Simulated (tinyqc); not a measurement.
# Resistance of a tapered via with liner, size effect and interface, step by step

Computed by the program tinyqc: `OMP_NUM_THREADS=1 python tinyqc.py 2750188 2750189 out.jsonl`, one thread of a shared Intel Xeon 2.30GHz, about 0.01 s for the whole run. Printed values are rounded.

A round via whose diameter grows from db at the bottom as D(z) = db + 2 z/tan(ang). The fill, of diameter D - 2 tl, starts above the bottom liner (thickness fb tl) and has rho = rho0 (1 + ks lam/(D - 2 tl)); the sidewall liner conducts in parallel with it. The bottom liner and the interface are crossed over the full area pi db^2/4. Spreading in the lines above and below is left out.

Values chosen for this exercise; fill metal close to molybdenum: diameter at the bottom db = 25 nm; height hv = 56 nm; sidewall angle ang = 85 degrees; bulk resistivity of the fill rho0 = 5.43 uohm cm; mean free path of the fill lam = 11.2 nm; size-effect factor ks = 1.3; liner on the sidewall tl = 0.2 nm; liner at the bottom over that on the sidewall fb = 0.7; resistivity of the liner rl = 210 uohm cm; interface resistivity at the bottom ri = 9.9e-13 ohm cm^2; ballistic conductance per area, about 3/(4 rho0 lam) Sb = 1.3e15 S/m^2.

## Slices of the via

Slices between z0 = fb tl and hv, evaluated at their midpoints: conductance per length pi/4 [(D - 2 tl)^2/rho + (D^2 - (D - 2 tl)^2)/rl], slice resistance = slice height over that. 10 slices.

```
slice    z (nm)    D (nm)  rho (uohm cm)  slice resistance (ohm)
0         2.933  25.51321       8.578176               0.9661228
1         8.519  26.49063       8.460237               0.8828443
2      14.10500  27.46806       8.350816               0.8096773
3      19.69100  28.44548       8.249021               0.7450715
4      25.27700  29.42290       8.154083               0.6877597
5      30.86300  30.40033       8.065331               0.6366985
6      36.44900  31.37775       7.982180               0.5910225
7      42.03500  32.35517       7.904116               0.5500098
8      47.62100  33.33260       7.830685               0.5130543
9      53.20700  34.31002       7.761488               0.4796442
```

## Total resistance

R_fill = sum of the slices; R_bottom = rl fb tl/(pi db^2/4); R_interface = ri/(pi db^2/4); ballistic (Sharvin) limit 1/(Sb pi (db - 2 tl)^2/4); ideal cylinder rho0 hv/(pi db^2/4).

parts (ohm): fill 6.861905, bottom liner 0.5989319, interface 0.2016811
R = 7.662518 ohm
shares (%): fill 89.55157, bottom liner 7.81638, interface 2.63205
ballistic limit = 1.618440 ohm
ideal cylinder = 6.194667 ohm

The fill is the largest part, and R is 1.24 times the ideal cylinder. With 2000 slices R = 7.6652 ohm.
